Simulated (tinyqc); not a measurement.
Inputs raised by 10 %, one at a time: rapid thermal processing of a wafer: radiative balance, ramp and cooling, pattern effects, pyrometer error and spike budget. Computed by tinyqc, a small Python program. Command: `OMP_NUM_THREADS=1 python tinyqc.py 3113929 3113930 out.jsonl rtp sens`. One thread of a shared host (Intel(R) Xeon(R) Processor @ 2.30GHz), about 0.1 s of CPU time with the checks.

The wafer is opaque and uniform through its thickness unless said otherwise; temperatures in formulas are in kelvin (C + 273.15). sigma = 5.670374419e-12 W/(cm^2 K^4).

Inputs (values chosen for the exercise, modelled on a hot silicon wafer):
```
quantity                                              value         unit
wafer thickness d                                       525   micrometre
heat capacity per volume C                             2.23   J/(cm^3 K)
thermal conductivity k                                 0.25     W/(cm K)
emissivity eps of each face                            0.68            -
reflectivity of the chamber walls r                    0.44            -
gas heat-transfer coefficient h, both faces together    1.6  mW/(cm^2 K)
wall temperature T_w                                    700            K
process temperature                                    1110            C
starting temperature                                    400            C
ramp rate                                                24          K/s
relative change of absorptivity over a pattern          2.9            %
period of the pattern                                   9.6           mm
pyrometer wavelength                                    4.5   micrometre
error of the assumed emissivity                          11            %
activation energy of the process E_a                    2.7           eV
```

Constants: k_B = 8.617333262e-05 eV/K; h = 6.62607015e-34 J s; c = 299792458 m/s; k_B = 1.380649e-23 J/K.

Method:
- Effective emissivity between parallel grey plates: eps_eff = 1/(1/eps + 1/(1 - r) - 1). Loss per area q(T) = 2 eps_eff sigma (T^4 - T_w^4) + h (T - T_w).
- Absorbed power during a ramp = q(T) + C d x ramp rate; thermal time constant tau = C d/(dq/dT), dq/dT = 8 eps_eff sigma T^3 + h; natural cooling rate q/(C d); front-to-back difference under one-sided heating at the end of the ramp = (absorbed power) d/(2 k).
- Cooling with the lamps off: C d dT/dt = -q(T), integrated adaptively (relative tolerance 1e-10).
- Spike anneal: linear ramp to the peak, then lamps off. Equivalent time at the peak = int exp(-(E_a/k_B)(1/T - 1/T_peak)) dt; estimate (k_B T^2/E_a)(1/ramp rate + 1/cooling rate). The ramp part uses 4000 trapezoid steps, the cooling part 4000 steps over 4 tau.
- Time within 50 K of the peak from the same curves.
- At steady state a sinusoidal change of absorbed power of relative amplitude a and period p gives the temperature amplitude a q/(dq/dT + k d (2 pi/p)^2); healing length l = sqrt(k d/(dq/dT)); process change = E_a dT/(k_B T^2). Emissivity is taken as unchanged.
- Signal proportional to eps/(exp(c2/(lambda T)) - 1), c2 = h c/k_B. If the assumed emissivity is too high by the given error, the reading T' solves (1 + error)/(exp(c2/(lambda T')) - 1) = 1/(exp(c2/(lambda T)) - 1). Wien estimate: T' - T = -lambda T^2 ln(1 + error)/c2. Process rates go as exp(-E_a/(k_B T)).

Runs; columns: (1) input moved; (2) from; (3) to; (4) holding power q (W/cm^2); (5) equivalent time, total (s); (6) amplitude (K); (7) reading less true temperature (K):
```
(1)                                                                  (2)    (3)     (4)     (5)      (6)      (7)
base run                                                               -      -  18.282  2.7760  0.85924  -54.318
emissivity eps of each face                                         0.68  0.748  19.365  2.7520  0.90521  -54.318
reflectivity of the chamber walls r                                 0.44  0.484  17.195  2.8030  0.81260  -54.318
gas heat-transfer coefficient h, both faces together (mW/(cm^2 K))   1.6   1.76  18.391  2.7731  0.86416  -54.318
activation energy of the process E_a (eV)                            2.7   2.97  18.282  2.5348  0.85924  -54.318
thermal conductivity k (W/(cm K))                                   0.25  0.275  18.282  2.7760  0.78749  -54.318
pyrometer wavelength (micrometre)                                    4.5   4.95  18.282  2.7760  0.85924  -58.115
error of the assumed emissivity (%)                                   11   12.1  18.282  2.7760  0.85924  -59.257
```

Exponents ln(y'/y) / ln(x'/x):
```
input                                                 holding power q  equivalent time, total  amplitude  reading less true temperature
emissivity eps of each face                                     0.604                  -0.091      0.547                          0.000
reflectivity of the chamber walls r                            -0.643                   0.102     -0.586                          0.000
gas heat-transfer coefficient h, both faces together            0.063                  -0.011      0.060                          0.000
activation energy of the process E_a                            0.000                  -0.953      0.000                          0.000
thermal conductivity k                                          0.000                   0.000     -0.915                          0.000
pyrometer wavelength                                            0.000                   0.000      0.000                          0.709
error of the assumed emissivity                                 0.000                   0.000      0.000                          0.913
```

To which inputs is each result most sensitive?

Among the inputs moved here: holding power q answers most in size to reflectivity of the chamber walls r (exponent -0.643), next to emissivity eps of each face (+0.604); its exponent is below 0.0005 for activation energy of the process E_a, thermal conductivity k, pyrometer wavelength, error of the assumed emissivity. Equivalent time, total answers most in size to activation energy of the process E_a (exponent -0.953), next to reflectivity of the chamber walls r (+0.102); its exponent is below 0.0005 for thermal conductivity k, pyrometer wavelength, error of the assumed emissivity. Amplitude answers most in size to thermal conductivity k (exponent -0.915), next to reflectivity of the chamber walls r (-0.586); its exponent is below 0.0005 for activation energy of the process E_a, pyrometer wavelength, error of the assumed emissivity. Reading less true temperature answers most in size to error of the assumed emissivity (exponent +0.913), next to pyrometer wavelength (+0.709); its exponent is below 0.0005 for emissivity eps of each face, reflectivity of the chamber walls r, gas heat-transfer coefficient h, both faces together, activation energy of the process E_a, thermal conductivity k.

Caution (all rows): below about 600 C lightly doped silicon is partly transparent at this wavelength, so its emissivity is not yet the hot value early in the ramp.
